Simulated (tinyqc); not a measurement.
AlGaN/GaN HEMT with access regions, lumped model: one step of the calculation.

A polarisation-induced electron sheet under a Schottky gate, in series with two ungated access regions and contacts. Drift law v = mu E/(1 + mu E/vs) under the gate. Currents in mA/mm, resistances in ohm mm. No self-heating, no channel-length modulation; fits for polarisation, barrier and offset are chosen for the exercise.

Problem. On-resistance and breakdown. sigma = (5e13 x + 1.6e13 x^2) cm^-2, phiB = 0.84 + 1.3 x, dEc = 0.7 (1.71 x + x^2) in volts, Cb = eps0 eps_r/d, VT = phiB - dEc - q sigma/Cb, access density n0 = -Cb VT/q. Ron = 2 Rc + Ls/(q mu n0) + Ld/(q mu (1 - ft) n0) + Lg/(mu Cb (Vg - VT)). Off state: a depleted stretch that holds the voltage V has the peak field sqrt(k V), k = 2 q n0/(eps0 eps_r te), so one edge holds V1 = Ec^2/k. The sheet under the plate pinches off at Vf = q n0 (1/Cb + tf/(eps0 ei)); beyond it the gate edge is screened. BV = V1 if Vf >= V1, else Vf + V1, and at most Ec Ld. Specific resistance Ron (Ls + Lg + Ld); figure of merit BV^2 over it.

Values chosen for this exercise; values close to those of AlGaN/GaN structures: aluminium share of the barrier x = 0.33; barrier thickness d = 15 nm; relative permittivity of barrier and channel eps_r = 9.2; channel mobility mu = 1600 cm^2/(V s); saturation velocity vs = 1.2e7 cm/s; gate length Lg = 0.15 um; source access length Ls = 0.5 um; drain access length Ld = 8 um; resistance of each contact Rc = 0.42 ohm mm; share of the drain-access electrons removed by traps ft = 0; gate voltage Vg = 0.5 V; critical field Ec = 2.6 MV/cm; depth over which the depleted charge spreads te = 0.3 um; insulator under the field plate tf = 200 nm; relative permittivity of that insulator ei = 7.5.

Constants: q = 1.602176634e-19 C, eps0 = 8.8541878128e-14 F/cm where lengths are in cm. Results are converted to the units shown.

Give: Ron; Vf; V1; BV; specific resistance; figure of merit.

Solution.

Ron = 3.0079 ohm mm
Vf = 79.563 V
V1 = 33.179 V
BV = 33.179 V
specific resistance = 0.26018 mohm cm^2
figure of merit = 4.2309 MW/cm^2

The plate pinches off too late to screen the gate edge, so it adds nothing.

tinyqc, about 0.02 s, one thread, Intel Xeon 2.30GHz (shared host): `OMP_NUM_THREADS=1 python tinyqc.py 2570129 2570130 out.jsonl`
